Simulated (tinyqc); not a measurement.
From results back to parameters: Wannier exciton and Elliott formula. Four cases, with inputs chosen for the exercise.

Problem. Bulk exciton lines lie at Eg - Ry*/n^2 with Ry* = Ry mu/eps^2. Lines n = 2 and 3 were computed from hidden Eg and mu.

Constants: Ry = 13.60569312 eV; a0 (Bohr radius) = 0.5291772105 angstrom.
Find: Ry*; Eg; mu; a* = a0 eps/mu.

Method. The spacing is Ry* (1/4 - 1/9).

Case 1.

Values chosen (out of a larger set: near those of GaN; not measured data): eps = 9.5 (dielectric constant).

lines (eV): 3.526093  3.529375

Solution.

Ry* = 23.63 meV
Eg = 3.5320 eV
mu = 0.157 m0
a* = a0 eps/mu = 32 angstrom

Case 2.

Values chosen (out of a larger set: near those of InGaAs; not measured data): eps = 13.6 (dielectric constant).

lines (eV): 0.788462  0.788761

Solution.

Ry* = 2.15 meV
Eg = 0.7890 eV
mu = 0.029 m0
a* = a0 eps/mu = 246 angstrom

Case 3.

Values chosen (out of a larger set: near those of CdTe; not measured data): eps = 10.2 (dielectric constant).

lines (eV): 1.624665  1.625962

Solution.

Ry* = 9.34 meV
Eg = 1.6270 eV
mu = 0.071 m0
a* = a0 eps/mu = 76 angstrom

Case 4.

Values chosen (out of a larger set: near those of InP; not measured data): eps = 12.2 (dielectric constant).

lines (eV): 1.448608  1.449381

Solution.

Ry* = 5.57 meV
Eg = 1.4500 eV
mu = 0.061 m0
a* = a0 eps/mu = 106 angstrom

Computed by tinyqc, one run a case: `OMP_NUM_THREADS=1 python tinyqc.py N N+1 out.jsonl` with N = 1281275, 1281424, 1281459, 1281809; one thread of a shared Intel(R) Xeon(R) Processor @ 2.30GHz, about 0.04 s a run at most.
